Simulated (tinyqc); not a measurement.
Valley-orbit splitting of a donor ground state, with strain. From one set of inputs to another, one input at a time. Computed by tinyqc, a small Python program. Command: `OMP_NUM_THREADS=1 python tinyqc.py 3021398 3021399 out.jsonl valleyorbit ladder`. One thread of a shared host (Intel(R) Xeon(R) Processor @ 2.30GHz), about 0.01 s of CPU time with the checks.

The basis is the 1s envelope in each valley; energies are counted from the unstrained conduction-band edge. The strain is e_s (a a^T - 1/3) for the unit stress axis a, so valley j along n_j moves by Xi_u e_s w_j with w_j = (n_j.a)^2 - 1/3: +1/3 for [111] and [-1-11], -1/3 for the others.

The inputs printed are set A. Inputs not listed in the table keep their values of set A, so the rows need not describe a real material.

Inputs (values chosen for the exercise, for a model many-valley semiconductor):

| quantity | value | unit |
|---|---|---|
| single-valley binding energy E_0 | 12.1 | meV |
| central-cell shift Lambda | 0.88 | meV |
| coupling Delta_1 | 0.4 | meV |
| shear deformation potential Xi_u | 16.8 | eV |
| shear strain e_s | -0.0015 | - |
| temperature T | 50 | K |
| donor density N_D | 2.2e+15 | cm^-3 |
| density-of-states mass of one valley m_e | 0.219 | m_0 |

Valleys: four along <111>. Stress axis: [110].

Constants: k_B = 8.617333262e-05 eV/K; m_0 = 9.1093837015e-31 kg; k_B = 1.380649e-23 J/K; h = 6.62607015e-34 J s.

Method:
- H_jj = -(E_0 + Lambda) + Xi_u e_s w_j; H_jk = -Delta_1 between any two valleys.
- Diagonalise H; the ground vector has positive components. The density at the nucleus, and so the contact hyperfine coupling, scales as (sum_j c_j)^2/(number of valleys), which is 1 without strain; the envelopes are held fixed.
- The binding energy is counted from the lowest valley edge, min_j Xi_u e_s w_j; the gap is from the ground state to the next level.
- z = sum over levels of exp(-(E - E_ground)/k_B T), the ground-state share being 1/z; N_c = 2 (2 pi m_e k_B T/h^2)^(3/2) sum_j exp(-(shift_j - lowest shift)/k_B T); n1 = N_c/(2 z) exp(-binding/k_B T), binding = lowest shift - E_ground; without compensation n = 2 N_D/(1 + sqrt(1 + 4 N_D/n1)) (Boltzmann statistics; p and higher states left out).

Each row keeps all changes above it:

| input moved | from | to | binding energy under strain (meV) | gap to the first excited state (meV) | share of neutral donors in the ground state |
|---|---|---|---|---|---|
| set A | - | - | 13.418 | 0.8380 | 0.53768 |
| central-cell shift Lambda (meV) | 0.88 | 0.9 | 13.438 | 0.8380 | 0.53768 |
| coupling Delta_1 (meV) | 0.4 | 0.81 | 13.965 | 1.7748 | 0.59009 |
| shear deformation potential Xi_u (eV) | 16.8 | 17 | 13.963 | 1.7730 | 0.59050 |
| shear strain e_s | -0.0015 | 4.8e-05 | 15.181 | 2.9907 | 0.41558 |
| single-valley binding energy E_0 (meV) | 12.1 | 9.7 | 12.781 | 2.9907 | 0.41558 |
| donor density N_D (cm^-3) | 2.2e+15 | 3.1e+14 | 12.781 | 2.9907 | 0.41558 |
| temperature T (K) | 50 | 120 | 12.781 | 2.9907 | 0.31376 |

Binding energy under strain goes from 13.4 to 12.8, a factor 0.953 in all. The largest single move comes from single-valley binding energy E_0 (a factor 0.842), and shear strain e_s works against it (a factor 1.09). gap to the first excited state goes from 0.838 to 2.99, a factor 3.57 in all. The largest single move comes from coupling Delta_1 (a factor 2.12). Share of neutral donors in the ground state goes from 0.538 to 0.314, a factor 0.584 in all. The largest single move comes from shear strain e_s (a factor 0.704), and coupling Delta_1 works against it (a factor 1.10). The single moves hold for this order of the switches; the total does not depend on the order.

Caution (all rows): k_B T exceeds a third of E_0, so the p and higher states, left out, hold part of the bound electrons.

Extremes, crossings and ranges named in words are read from the listed rows.
